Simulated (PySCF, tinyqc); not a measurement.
RHF in the sto-3g basis, for BeH+, spin multiplicity 1, step by step (part 1 of 2). The lowest restricted solution is unstable here: a spin-polarised one lies 0.0301 hartree lower (PySCF). Computed by tinyqc, a small Python program that keeps every step (integrals from PySCF). Settings: charge = 1, multiplicity = 1, basis = sto-3g, energy threshold = 1e-10, iteration cap = 55, orthogonalisation = symmetric, start = core, DIIS depth = 8, method = RHF. Command: `OMP_NUM_THREADS=1 python tinyqc.py 30579 30580 out.jsonl` (the two numbers bound the seeds that draw the settings). One thread of a shared host (Intel(R) Xeon(R) Processor @ 2.60GHz), about 0.05 s of CPU time with the checks. Later iterations appear only in the table of the cycle.

## One-electron integrals

Geometry (angstrom):
```
atom         x         y         z
Be    0.000000  0.000000  0.000000
H     0.000000  0.000000  2.087000
```

Basis sto-3g: exponents (1/bohr^2) and contraction coefficients of normalised primitives:
```
element  l (shell)   exponent  coefficient
Be           s (1)  30.167871     0.154329
Be           s (1)   5.495115     0.535328
Be           s (1)   1.487193     0.444635
Be           s (2)   1.314833    -0.099967
Be           s (2)   0.305539     0.399513
Be           s (2)   0.099371     0.700115
Be           p (3)   1.314833     0.155916
Be           p (3)   0.305539     0.607684
Be           p (3)   0.099371     0.391957
H            s (1)   3.425251     0.154329
H            s (1)   0.623914     0.535328
H            s (1)   0.168855     0.444635
```

Overlap, kinetic and nuclear-attraction integrals over the contracted functions; the nuclear repulsion is the sum of Za Zb / Rab.

nuclear repulsion = 1.01423519 hartree

overlap S:
```
           1Be 1s    1Be 2s   1Be 2px   1Be 2py   1Be 2pz     2H 1s
1Be 1s   1.000000  0.259517  0.000000  0.000000  0.000000  0.013030
1Be 2s   0.259517  1.000000  0.000000  0.000000  0.000000  0.209451
1Be 2px  0.000000  0.000000  1.000000  0.000000  0.000000  0.000000
1Be 2py  0.000000  0.000000  0.000000  1.000000  0.000000  0.000000
1Be 2pz  0.000000  0.000000  0.000000  0.000000  1.000000  0.285699
2H 1s    0.013030  0.209451  0.000000  0.000000  0.285699  1.000000
```

kinetic energy T (hartree):
```
            1Be 1s     1Be 2s   1Be 2px   1Be 2py   1Be 2pz      2H 1s
1Be 1s    6.693975  -0.033012  0.000000  0.000000  0.000000  -0.004902
1Be 2s   -0.033012   0.211111  0.000000  0.000000  0.000000   0.002458
1Be 2px   0.000000   0.000000  0.660592  0.000000  0.000000   0.000000
1Be 2py   0.000000   0.000000  0.000000  0.660592  0.000000   0.000000
1Be 2pz   0.000000   0.000000  0.000000  0.000000  0.660592   0.033175
2H 1s    -0.004902   0.002458  0.000000  0.000000  0.033175   0.760032
```

nuclear attraction V (hartree):
```
             1Be 1s     1Be 2s    1Be 2px    1Be 2py    1Be 2pz      2H 1s
1Be 1s   -14.814651  -1.965049   0.000000   0.000000  -0.007421  -0.097290
1Be 2s    -1.965049  -2.565179   0.000000   0.000000  -0.077563  -0.444751
1Be 2px    0.000000   0.000000  -2.529921   0.000000   0.000000   0.000000
1Be 2py    0.000000   0.000000   0.000000  -2.529921   0.000000   0.000000
1Be 2pz   -0.007421  -0.077563   0.000000   0.000000  -2.579507  -0.590409
2H 1s     -0.097290  -0.444751   0.000000   0.000000  -0.590409  -2.240610
```

core Hamiltonian H = T + V (hartree):
```
            1Be 1s     1Be 2s    1Be 2px    1Be 2py    1Be 2pz      2H 1s
1Be 1s   -8.120676  -1.998061   0.000000   0.000000  -0.007421  -0.102192
1Be 2s   -1.998061  -2.354068   0.000000   0.000000  -0.077563  -0.442292
1Be 2px   0.000000   0.000000  -1.869329   0.000000   0.000000   0.000000
1Be 2py   0.000000   0.000000   0.000000  -1.869329   0.000000   0.000000
1Be 2pz  -0.007421  -0.077563   0.000000   0.000000  -1.918915  -0.557233
2H 1s    -0.102192  -0.442292   0.000000   0.000000  -0.557233  -1.480578
```

## Two-electron integrals

Functions are numbered as in S; the eight-fold symmetry (ij|kl) = (ji|kl) = (kl|ij) leaves the list below.

Two-electron integrals (ij|kl) in chemists' order, unique and non-zero (hartree):
```
(11|11) 2.298831   (21|11) 0.392036   (21|21) 0.079539   (22|11) 0.570988
(22|21) 0.143041   (22|22) 0.417683   (31|31) 0.014607   (32|31) 0.021888
(32|32) 0.092265   (33|11) 0.569578   (33|21) 0.143083   (33|22) 0.417589
(33|33) 0.449859   (41|41) 0.014607   (42|41) 0.021888   (42|42) 0.092265
(43|43) 0.024249   (44|11) 0.569578   (44|21) 0.143083   (44|22) 0.417589
(44|33) 0.401360   (44|44) 0.449859   (51|51) 0.014607   (52|51) 0.021888
(52|52) 0.092265   (53|53) 0.024249   (54|54) 0.024249   (55|11) 0.569578
(55|21) 0.143083   (55|22) 0.417589   (55|33) 0.401360   (55|44) 0.401360
(55|55) 0.449859   (61|11) 0.019269   (61|21) 0.003917   (61|22) 0.007139
(61|33) 0.007091   (61|44) 0.007091   (61|51) 0.000382   (61|52) 0.000717
(61|55) 0.007238   (61|61) 0.000204   (62|11) 0.077727   (62|21) 0.019922
(62|22) 0.067854   (62|33) 0.064997   (62|44) 0.064997   (62|51) 0.002506
(62|52) 0.018266   (62|55) 0.073492   (62|61) 0.001096   (62|62) 0.020962
(63|31) 0.001349   (63|32) 0.007256   (63|53) 0.002765   (63|63) 0.001355
(64|41) 0.001349   (64|42) 0.007256   (64|54) 0.002765   (64|64) 0.001355
(65|11) 0.097082   (65|21) 0.025071   (65|22) 0.088447   (65|33) 0.083558
(65|44) 0.083558   (65|51) 0.003872   (65|52) 0.027779   (65|55) 0.098121
(65|61) 0.001411   (65|62) 0.030140   (65|65) 0.043838   (66|11) 0.253480
(66|21) 0.065766   (66|22) 0.249482   (66|33) 0.234813   (66|44) 0.234813
(66|51) 0.007378   (66|52) 0.073651   (66|55) 0.278395   (66|61) 0.003606
(66|62) 0.108706   (66|65) 0.162511   (66|66) 0.774606
```

## Orthogonalisation

S = U s U^T; symmetric (Loewdin) form X = U s^(-1/2) U^T, so that X^T S X = 1.

eigenvalues of S: 0.608068  0.807707  1.000000  1.000000  1.180809  1.403417

X:
```
            1Be 1s     1Be 2s   1Be 2px   1Be 2py    1Be 2pz      2H 1s
1Be 1s    1.027111  -0.138650  0.000000  0.000000  -0.004082   0.016266
1Be 2s   -0.138650   1.046147  0.000000  0.000000   0.025712  -0.117667
1Be 2px   0.000000   0.000000  1.000000  0.000000   0.000000   0.000000
1Be 2py   0.000000   0.000000  0.000000  1.000000   0.000000   0.000000
1Be 2pz  -0.004082   0.025712  0.000000  0.000000   1.033776  -0.155445
2H 1s     0.016266  -0.117667  0.000000  0.000000  -0.155445   1.052439
```

## Starting guess

The start is the orbitals of the core Hamiltonian; D = 2 C_occ C_occ^T.

D at the start:
```
            1Be 1s     1Be 2s   1Be 2px   1Be 2py    1Be 2pz      2H 1s
1Be 1s    2.111665  -0.419895  0.000000  0.000000  -0.229911   0.020512
1Be 2s   -0.419895   1.572390  0.000000  0.000000   0.951246  -0.058367
1Be 2px   0.000000   0.000000  0.000000  0.000000   0.000000   0.000000
1Be 2py   0.000000   0.000000  0.000000  0.000000   0.000000   0.000000
1Be 2pz  -0.229911   0.951246  0.000000  0.000000   0.575764  -0.035251
2H 1s     0.020512  -0.058367  0.000000  0.000000  -0.035251   0.002179
```

## Iteration 1: building the Fock matrix

J_ij = sum D_kl (ij|kl), K_ij = sum D_kl (ik|jl); F = H + J - 0.5 K; E = tr D H + tr D J / 2 - 0.25 tr D K + E_nn.

Coulomb J (hartree):
```
           1Be 1s    1Be 2s   1Be 2px   1Be 2py   1Be 2pz     2H 1s
1Be 1s   5.736315  1.064563  0.000000  0.000000  0.034392  0.053770
1Be 2s   1.064563  1.969485  0.000000  0.000000  0.161568  0.325717
1Be 2px  0.000000  0.000000  1.957625  0.000000  0.000000  0.000000
1Be 2py  0.000000  0.000000  0.000000  1.957625  0.000000  0.000000
1Be 2pz  0.034392  0.161568  0.000000  0.000000  1.983632  0.424389
2H 1s    0.053770  0.325717  0.000000  0.000000  0.424389  1.147024
```

exchange K (hartree):
```
           1Be 1s    1Be 2s   1Be 2px   1Be 2py   1Be 2pz     2H 1s
1Be 1s   4.658914  0.792199  0.000000  0.000000  0.022723  0.044786
1Be 2s   0.792199  0.749372  0.000000  0.000000  0.437901  0.197342
1Be 2px  0.000000  0.000000  0.170518  0.000000  0.000000  0.000000
1Be 2py  0.000000  0.000000  0.000000  0.170518  0.000000  0.000000
1Be 2pz  0.022723  0.437901  0.000000  0.000000  0.406646  0.161565
2H 1s    0.044786  0.197342  0.000000  0.000000  0.161565  0.092093
```

Fock matrix F (hartree):
```
            1Be 1s     1Be 2s   1Be 2px   1Be 2py    1Be 2pz      2H 1s
1Be 1s   -4.713818  -1.329598  0.000000  0.000000   0.015610  -0.070815
1Be 2s   -1.329598  -0.759269  0.000000  0.000000  -0.134945  -0.215246
1Be 2px   0.000000   0.000000  0.003038  0.000000   0.000000   0.000000
1Be 2py   0.000000   0.000000  0.000000  0.003038   0.000000   0.000000
1Be 2pz   0.015610  -0.134945  0.000000  0.000000  -0.138607  -0.213626
2H 1s    -0.070815  -0.215246  0.000000  0.000000  -0.213626  -0.379600
```

total energy of this density = -14.32363777 hartree

## Iteration 1: diagonalisation and new density

Diagonalise F' = X^T F X, C = X C', fill 2 alpha and 2 beta electrons from the bottom; D = 2 C_occ C_occ^T. Each column has its largest component positive (the first on a tie).

F' = X^T F X (hartree):
```
           1          2         3         4          5          6
1  -4.610533  -0.669232  0.000000  0.000000   0.026935   0.017207
2  -0.669232  -0.496612  0.000000  0.000000  -0.110636  -0.109151
3   0.000000   0.000000  0.003038  0.000000   0.000000   0.000000
4   0.000000   0.000000  0.000000  0.003038   0.000000   0.000000
5   0.026935  -0.110636  0.000000  0.000000  -0.094619  -0.143846
6   0.017207  -0.109151  0.000000  0.000000  -0.143846  -0.314707
```

orbital energies (hartree): MO1 -4.716681, MO2 -0.540246, MO3 -0.244841, MO4 -0.014703, MO5 0.003038, MO6 0.003038

coefficients C:
```
               MO1        MO2        MO3        MO4        MO5       MO6
1Be 1s    0.992740  -0.204674   0.212979   0.040975   0.000000  0.000000
1Be 2s    0.026812   0.696733  -0.794222  -0.105882   0.000000  0.000000
1Be 2px   0.000000   0.000000   0.000000   0.000000  -0.049486  0.998775
1Be 2py   0.000000   0.000000   0.000000   0.000000   0.998775  0.049486
1Be 2pz  -0.002076   0.312420   0.050048   0.996703   0.000000  0.000000
2H 1s    -0.002092   0.476808   0.806107  -0.518404   0.000000  0.000000
```

D after iteration 1:
```
            1Be 1s     1Be 2s   1Be 2px   1Be 2py    1Be 2pz      2H 1s
1Be 1s    2.054847  -0.231971  0.000000  0.000000  -0.132011  -0.199334
1Be 2s   -0.231971   0.972310  0.000000  0.000000   0.435235   0.664303
1Be 2px   0.000000   0.000000  0.000000  0.000000   0.000000   0.000000
1Be 2py   0.000000   0.000000  0.000000  0.000000   0.000000   0.000000
1Be 2pz  -0.132011   0.435235  0.000000  0.000000   0.195221   0.297937
2H 1s    -0.199334   0.664303  0.000000  0.000000   0.297937   0.454700
```

Within a degenerate level the vectors are fixed only up to a rotation; this is one choice.

## Iteration 2: building the Fock matrix

As before.

Coulomb J (hartree):
```
           1Be 1s    1Be 2s   1Be 2px   1Be 2py   1Be 2pz     2H 1s
1Be 1s   5.476926  1.005436  0.000000  0.000000  0.024036  0.050511
1Be 2s   1.005436  1.848018  0.000000  0.000000  0.148559  0.340836
1Be 2px  0.000000  0.000000  1.828482  0.000000  0.000000  0.000000
1Be 2py  0.000000  0.000000  0.000000  1.828482  0.000000  0.000000
1Be 2pz  0.024036  0.148559  0.000000  0.000000  1.877673  0.455666
2H 1s    0.050511  0.340836  0.000000  0.000000  0.455666  1.441474
```

exchange K (hartree):
```
            1Be 1s    1Be 2s   1Be 2px   1Be 2py    1Be 2pz     2H 1s
1Be 1s    4.619894  0.801185  0.000000  0.000000  -0.003662  0.038026
1Be 2s    0.801185  0.623831  0.000000  0.000000   0.309398  0.362891
1Be 2px   0.000000  0.000000  0.125670  0.000000   0.000000  0.000000
1Be 2py   0.000000  0.000000  0.000000  0.125670   0.000000  0.000000
1Be 2pz  -0.003662  0.309398  0.000000  0.000000   0.311157  0.316657
2H 1s     0.038026  0.362891  0.000000  0.000000   0.316657  0.646753
```

Fock matrix F (hartree):
```
            1Be 1s     1Be 2s    1Be 2px    1Be 2py    1Be 2pz      2H 1s
1Be 1s   -4.953697  -1.393218   0.000000   0.000000   0.018447  -0.070694
1Be 2s   -1.393218  -0.817965   0.000000   0.000000  -0.083703  -0.282902
1Be 2px   0.000000   0.000000  -0.103682   0.000000   0.000000   0.000000
1Be 2py   0.000000   0.000000   0.000000  -0.103682   0.000000   0.000000
1Be 2pz   0.018447  -0.083703   0.000000   0.000000  -0.196821  -0.259896
2H 1s    -0.070694  -0.282902   0.000000   0.000000  -0.259896  -0.362480
```

total energy of this density = -14.56202595 hartree

## Iteration 2: DIIS over 2 matrices

error matrix X^T (FDS - SDF) X:
```
           1          2         3         4          5          6
1   0.000000  -0.000265  0.000000  0.000000   0.001519  -0.000628
2   0.000265   0.000000  0.000000  0.000000  -0.034187   0.022619
3   0.000000   0.000000  0.000000  0.000000   0.000000   0.000000
4   0.000000   0.000000  0.000000  0.000000   0.000000   0.000000
5  -0.001519   0.034187  0.000000  0.000000   0.000000   0.039590
6   0.000628  -0.022619  0.000000  0.000000  -0.039590   0.000000
```

B (overlaps of the stored error matrices):
```
               1              2
1  3.3819603e-01  3.5462756e-02
2  3.5462756e-02  6.5009413e-03
```

Minimise |sum c_i e_i|^2 with sum c_i = 1: solve [B -1; -1 0][c; lambda] = [0; -1] with B_ij = tr e_i^T e_j, and take F = sum c_i F_i.

DIIS coefficients: -0.105788  1.105788

extrapolated F (hartree):
```
            1Be 1s     1Be 2s    1Be 2px    1Be 2py    1Be 2pz      2H 1s
1Be 1s   -4.979073  -1.399948   0.000000   0.000000   0.018747  -0.070681
1Be 2s   -1.399948  -0.824174   0.000000   0.000000  -0.078282  -0.290060
1Be 2px   0.000000   0.000000  -0.114971   0.000000   0.000000   0.000000
1Be 2py   0.000000   0.000000   0.000000  -0.114971   0.000000   0.000000
1Be 2pz   0.018747  -0.078282   0.000000   0.000000  -0.202979  -0.264791
2H 1s    -0.070681  -0.290060   0.000000   0.000000  -0.264791  -0.360669
```

## Iteration 2: diagonalisation and new density

As before.

F' = X^T F X (hartree):
```
           1          2          3          4          5          6
1  -4.871186  -0.701933   0.000000   0.000000   0.019251   0.032962
2  -0.701933  -0.530358   0.000000   0.000000  -0.033654  -0.200058
3   0.000000   0.000000  -0.114971   0.000000   0.000000   0.000000
4   0.000000   0.000000   0.000000  -0.114971   0.000000   0.000000
5   0.019251  -0.033654   0.000000   0.000000  -0.142961  -0.203809
6   0.032962  -0.200058   0.000000   0.000000  -0.203809  -0.258662
```

orbital energies (hartree): MO1 -4.981910, MO2 -0.607122, MO3 -0.248221, MO4 -0.114971, MO5 -0.114971, MO6 0.034086

coefficients C:
```
               MO1        MO2        MO3       MO4        MO5        MO6
1Be 1s    0.992992  -0.204810  -0.199119  0.000000   0.000000  -0.082665
1Be 2s    0.025922   0.699072   0.719728  0.000000   0.000000   0.347523
1Be 2px   0.000000   0.000000   0.000000  0.972236  -0.234004   0.000000
1Be 2py   0.000000   0.000000   0.000000  0.234004   0.972236   0.000000
1Be 2pz  -0.002924   0.259262  -0.559126  0.000000   0.000000   0.844799
2H 1s    -0.002254   0.505983  -0.440339  0.000000   0.000000  -0.834254
```

D after iteration 2:
```
            1Be 1s     1Be 2s   1Be 2px   1Be 2py    1Be 2pz      2H 1s
1Be 1s    2.055961  -0.234874  0.000000  0.000000  -0.112007  -0.211737
1Be 2s   -0.234874   0.978746  0.000000  0.000000   0.362334   0.707320
1Be 2px   0.000000   0.000000  0.000000  0.000000   0.000000   0.000000
1Be 2py   0.000000   0.000000  0.000000  0.000000   0.000000   0.000000
1Be 2pz  -0.112007   0.362334  0.000000  0.000000   0.134451   0.262378
2H 1s    -0.211737   0.707320  0.000000  0.000000   0.262378   0.512048
```

Within a degenerate level the vectors are fixed only up to a rotation; this is one choice.

## Iteration 3: building the Fock matrix

As before.

Coulomb J (hartree):
```
           1Be 1s    1Be 2s   1Be 2px   1Be 2py   1Be 2pz     2H 1s
1Be 1s   5.460114  1.001242  0.000000  0.000000  0.021783  0.050222
1Be 2s   1.001242  1.838813  0.000000  0.000000  0.139784  0.340081
1Be 2px  0.000000  0.000000  1.819522  0.000000  0.000000  0.000000
1Be 2py  0.000000  0.000000  0.000000  1.819522  0.000000  0.000000
1Be 2pz  0.021783  0.139784  0.000000  0.000000  1.867957  0.455100
2H 1s    0.050222  0.340081  0.000000  0.000000  0.455100  1.457747
```

exchange K (hartree):
```
            1Be 1s    1Be 2s   1Be 2px   1Be 2py    1Be 2pz     2H 1s
1Be 1s    4.619647  0.799424  0.000000  0.000000  -0.004416  0.037267
1Be 2s    0.799424  0.625417  0.000000  0.000000   0.277905  0.367650
1Be 2px   0.000000  0.000000  0.125151  0.000000   0.000000  0.000000
1Be 2py   0.000000  0.000000  0.000000  0.125151   0.000000  0.000000
1Be 2pz  -0.004416  0.277905  0.000000  0.000000   0.282131  0.305860
2H 1s     0.037267  0.367650  0.000000  0.000000   0.305860  0.682007
```

Fock matrix F (hartree):
```
            1Be 1s     1Be 2s    1Be 2px    1Be 2py    1Be 2pz      2H 1s
1Be 1s   -4.970385  -1.396531   0.000000   0.000000   0.016571  -0.070603
1Be 2s   -1.396531  -0.827963   0.000000   0.000000  -0.076731  -0.286036
1Be 2px   0.000000   0.000000  -0.112382   0.000000   0.000000   0.000000
1Be 2py   0.000000   0.000000   0.000000  -0.112382   0.000000   0.000000
1Be 2pz   0.016571  -0.076731   0.000000   0.000000  -0.192024  -0.255064
2H 1s    -0.070603  -0.286036   0.000000   0.000000  -0.255064  -0.363835
```

total energy of this density = -14.56577842 hartree

## Iteration 3: DIIS over 3 matrices

error matrix X^T (FDS - SDF) X:
```
           1          2         3         4          5          6
1   0.000000  -0.001515  0.000000  0.000000   0.006504   0.000335
2   0.001515   0.000000  0.000000  0.000000  -0.012934  -0.005182
3   0.000000   0.000000  0.000000  0.000000   0.000000   0.000000
4   0.000000   0.000000  0.000000  0.000000   0.000000   0.000000
5  -0.006504   0.012934  0.000000  0.000000   0.000000   0.009322
6  -0.000335   0.005182  0.000000  0.000000  -0.009322   0.000000
```

B (overlaps of the stored error matrices):
```
               1              2              3
1  3.3819603e-01  3.5462756e-02  2.4511125e-03
2  3.5462756e-02  6.5009413e-03  1.4082076e-03
3  2.4511125e-03  1.4082076e-03  6.5152867e-04
```

As before.

DIIS coefficients: 0.040733  -0.477510  1.436777

extrapolated F (hartree):
```
            1Be 1s     1Be 2s    1Be 2px    1Be 2py    1Be 2pz      2H 1s
1Be 1s   -4.967903  -1.395387   0.000000   0.000000   0.015636  -0.070568
1Be 2s   -1.395387  -0.829939   0.000000   0.000000  -0.075773  -0.284649
1Be 2px   0.000000   0.000000  -0.111835   0.000000   0.000000   0.000000
1Be 2py   0.000000   0.000000   0.000000  -0.111835   0.000000   0.000000
1Be 2pz   0.015636  -0.075773   0.000000   0.000000  -0.187558  -0.251068
2H 1s    -0.070568  -0.284649   0.000000   0.000000  -0.251068  -0.365124
```

## Iteration 3: diagonalisation and new density

As before.

F' = X^T F X (hartree):
```
           1          2          3          4          5          6
1  -4.860807  -0.697617   0.000000   0.000000   0.015971   0.032208
2  -0.697617  -0.539082   0.000000   0.000000  -0.032967  -0.192578
3   0.000000   0.000000  -0.111835   0.000000   0.000000   0.000000
4   0.000000   0.000000   0.000000  -0.111835   0.000000   0.000000
5   0.015971  -0.032967   0.000000   0.000000  -0.130886  -0.190401
6   0.032208  -0.192578   0.000000   0.000000  -0.190401  -0.269036
```

orbital energies (hartree): MO1 -4.970650, MO2 -0.602628, MO3 -0.247709, MO4 -0.111835, MO5 -0.111835, MO6 0.021177

coefficients C:
```
               MO1        MO2        MO3        MO4       MO5        MO6
1Be 1s    0.993065  -0.209873  -0.196008   0.000000  0.000000  -0.076273
1Be 2s    0.025678   0.717046   0.713804   0.000000  0.000000   0.322217
1Be 2px   0.000000   0.000000   0.000000   0.998077  0.061993   0.000000
1Be 2py   0.000000   0.000000   0.000000  -0.061993  0.998077   0.000000
1Be 2pz  -0.002254   0.233964  -0.527323   0.000000  0.000000   0.872192
2H 1s    -0.002395   0.500611  -0.492914   0.000000  0.000000  -0.807663
```

D after iteration 3:
```
            1Be 1s     1Be 2s   1Be 2px   1Be 2py    1Be 2pz      2H 1s
1Be 1s    2.060451  -0.249977  0.000000  0.000000  -0.102683  -0.214886
1Be 2s   -0.249977   1.029629  0.000000  0.000000   0.335410   0.717799
1Be 2px   0.000000   0.000000  0.000000  0.000000   0.000000   0.000000
1Be 2py   0.000000   0.000000  0.000000  0.000000   0.000000   0.000000
1Be 2pz  -0.102683   0.335410  0.000000  0.000000   0.109489   0.234261
2H 1s    -0.214886   0.717799  0.000000  0.000000   0.234261   0.501234
```

Within a degenerate level the vectors are fixed only up to a rotation; this is one choice.
